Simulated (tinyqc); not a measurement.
## Via and link resistance from two via chains

Inverse problem. A chain of 5000 vias joined by 5000 metal links has R = 5000 (Rv + Rlink), with Rlink proportional to the link length. Find Rv, Rlink for length L, and the value of Rv that the short chain would give if the links were ignored.

resistance of chains of 5000 links with link lengths L and 3 L (ohm): [40500, 60500]

Solution. R per link is a straight line in the link length; its intercept at zero length is Rv.

Rv = 6.100 ohm
Rlink = 2.000 ohm
Rv without correction = 8.100 ohm

Numbers from tinyqc (`OMP_NUM_THREADS=1 python tinyqc.py 2750199 2750200 out.jsonl`; about 0.01 s on one thread of a shared Intel Xeon 2.30GHz).
